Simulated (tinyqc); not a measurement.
# From Ge-Ge peak back to degree of relaxation R

Model: composition and strain of an epitaxial Si(1-x)Ge(x) layer from Raman and X-ray peaks. Computed by tinyqc, a small Python program. Command: `OMP_NUM_THREADS=1 python tinyqc.py 3027872 3027873 out.jsonl epiraman inv`. One thread of a shared host (Intel(R) Xeon(R) Processor @ 2.30GHz), about 0.01 s of CPU time with the checks.

A (001) layer, biaxially strained in the plane. The Raman peaks follow empirical lines omega = w0 + c1 x + c3 x^3 + b eps (c3 for Si-Ge alone), with eps the in-plane strain.

Inputs (values chosen for the exercise, modelled on silicon-germanium):
```
quantity                     value      unit
Ge fraction x                 0.45         -
lattice constant of Si       5.431  angstrom
lattice constant of Ge       5.658  angstrom
bowing B                     0.028  angstrom
2 C12/C11 of Si              0.773         -
2 C12/C11 of Ge              0.749         -
Si-Si: w0                    520.5      1/cm
Si-Si: c1                    -67.2      1/cm
Si-Si: strain coefficient b   -760      1/cm
Si-Ge: w0                    400.2      1/cm
Si-Ge: c1                     25.4      1/cm
Si-Ge: c3                    -35.6      1/cm
Si-Ge: strain coefficient b   -579      1/cm
Ge-Ge: w0                    280.3      1/cm
Ge-Ge: c1                     19.9      1/cm
Ge-Ge: strain coefficient b   -457      1/cm
```

Substrate: germanium.

Method:
- Relaxed lattice constant a(x) = a_Si + (a_Ge - a_Si) x - B x (1 - x).
- In-plane constant a_par = a_sub + R (a(x) - a_sub); eps = a_par/a(x) - 1; eps_perp = -(2 C12/C11) eps with 2 C12/C11 linear in x; a_perp = a(x) (1 + eps_perp).
- Insert x and eps in the three lines; the strain part is b eps.

Question. A run gave the result below. Find the degree of relaxation R, known to lie between 0.52 and 0.88.

Ge-Ge peak = 287.216 1/cm

Answer.

Each step takes the trial c = (a f_b - b f_a)/(f_b - f_a), f being the result less the target and a, b, c the logarithms of the listed values; c replaces end b, the old b replaces a if the sign of f changed, and otherwise f_a is halved.

Scan of the range:
```
degree of relaxation R  Ge-Ge peak (1/cm)
0.520                             284.024
0.568                             284.547
0.620                             285.114
0.676                             285.724
0.738                             286.400
0.806                             287.141
0.880                             287.947
```

False position (Illinois rule, in the logarithm of the input) inside the bracket:
```
step     end a     end b     trial  Ge-Ge peak (1/cm)
1     0.806000  0.880000  0.812626            287.213
2     0.880000  0.812626  0.812887            287.216
3     0.880000  0.812887  0.812907            287.216
4     0.812887  0.812907  0.812897            287.216
```

Ge-Ge peak rises at every point of a 13-point scan of the range (every second point is shown), so one value fits; it is bracketed by 0.806 and 0.880. The scan shows a straight line, so linear interpolation between any two rows gives the answer at once. Answer: degree of relaxation R = 0.8129.
